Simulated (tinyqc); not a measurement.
FinFET, parasitic resistance, capacitance and delay: one step of the calculation.

Nf fins under one contact; each has gated perimeter p = 2 Hf + Wf and cross-section A = Hf Wf; contact width Wc = Nf pf, stack height Hs = Hf. Contact length Lc = CPP - Lg - 2 Lsp, shared by two neighbouring gates. Source and drain sides are equal. The formulas are first-order estimates, not field solutions.

Problem. Fin currents at Vgs = Vdd, Vds = Vdd/2. One fin: I = p Q vx u/(1 + |u|^1.8)^(1/1.8), Q = Cinv n Vt ln(1 + exp((Vg' - VT + dl Vd')/(n Vt))), u = Vd' mu/(vx Lg), Vg' = Vgs - v, Vd' = Vds - 2 v, with the drop on each side v = Rc (sum of I) + Rx I. I(new) = I + 0.5 (I(out) - I).

Parameters, values chosen for the exercise; values close to those of silicon logic devices: temperature T = 300 K; fin height Hf = 60 nm; fin width Wf = 8 nm; gate length Lg = 18 nm; inversion capacitance Cinv = 3 uF/cm^2; injection velocity vx = 1.5e7 cm/s; apparent mobility mu = 220 cm^2/(V s); threshold at zero drain voltage VT = 0.29 V; barrier lowering dl = 0.03 V/V; subthreshold factor n = 1.25; supply voltage Vdd = 0.75 V.

Constants: q = 1.602176634e-19 C, kB = 1.380649e-23 J/K, Vt = kB T/q. Results are converted to the units shown.

I at the start (uA): fin 1 0, fin 2 0
Rc = 383.77851 ohm
Rx = 80 ohm

Wanted: drop v; I(out); I after iteration 1.

Solution.

drop v (mV): fin 1 0, fin 2 0
I(out) (uA): fin 1 253.13, fin 2 253.13
I after iteration 1 (uA): fin 1 126.57, fin 2 126.57

Numbers from tinyqc (`OMP_NUM_THREADS=1 python tinyqc.py 2170091 2170092 out.jsonl`; about 0.04 s on one thread of a shared Intel Xeon 2.30GHz).
